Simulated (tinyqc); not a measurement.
Binding against well width: donor or exciton in a quantum well (variational effective-mass method). Computed by tinyqc, a small Python program. Command: `OMP_NUM_THREADS=1 python tinyqc.py 3009966 3009967 out.jsonl welldonor walk`. One thread of a shared host (Intel(R) Xeon(R) Processor @ 2.30GHz), about 0.04 s of CPU time with the checks.

Electron and hole in their lowest subbands f(z) = cos(pi z/L); relative in-plane motion exp(-rho/lambda) (separable trial function), H = -nabla_rho^2 - 2/sqrt(rho^2 + (z_e - z_h)^2) in effective units. Mass and screening are the same in well and barrier; l = L/a* is the width in effective units. Bands are flat: no polarisation or applied field.

Inputs (values chosen for the exercise, modelled on GaN):
```
quantity                 value  unit
electron mass m          0.194   m_0
dielectric constant eps   9.64     -
well width L               4.3    nm
in-plane hole mass m_h   0.434   m_0
```

Centre: exciton. Barriers: infinite.

Constants: Ry = 13.605693123 eV; a_0 = 0.529177210903 angstrom; hbar^2/(2 m_0) = 3.80998212 eV angstrom^2.

Method:
- mu = m m_h/(m + m_h) takes the place of m; Ry* = Ry m/eps^2, a* = a_0 eps/m; l = L/a*.
- k = pi/l; f = cos(k z) inside and zero outside.
- Binding E_b(lambda) = -1/lambda^2 + (8/lambda^2) int_0^l P(z) g(z) dz, with P(z) = (2/l) [(1 - z/l)(1 + cos(2 pi z/l)/2) + (3/(4 pi)) sin(2 pi z/l)] the distribution of |z_e - z_h| and g(z) = int_z^infinity exp(-2 sqrt(r^2 - z^2)/lambda) dr = int_0^infinity exp(-2 rho/lambda) rho/sqrt(rho^2 + z^2) d rho; 40 Gauss-Legendre points in z and 40 in t with rho = lambda t/(1 - t).
- Each row maximises over lambda (golden section, 0.3 to 4).

a* = 3.80493 nm

Ry* = 19.6290 meV

Against width:
```
L (nm)  lambda (a*)  binding (Ry*)  binding (meV)
0.64         0.6012         3.2771         64.326
1.30         0.6760         2.8570         56.080
2.40         0.7751         2.4176         47.454
4.30         0.9099         1.9718         38.704
7.70         1.0974         1.5398         30.224
14.00        1.3629         1.1448         22.471
```

What follows from these numbers?

The binding is largest in the narrowest well, 3.277 Ry* at 0.64 nm, on the way to 4. In the widest well it is 1.145 Ry*. In the narrow rows the confinement energy passes real barrier heights: infinite walls and a parabolic band fail, and with real barriers the binding peaks and falls. Caution: so narrow a well has large confinement energy, where non-parabolicity and barrier penetration matter.

Extremes, crossings and ranges named in words are read from the listed rows.
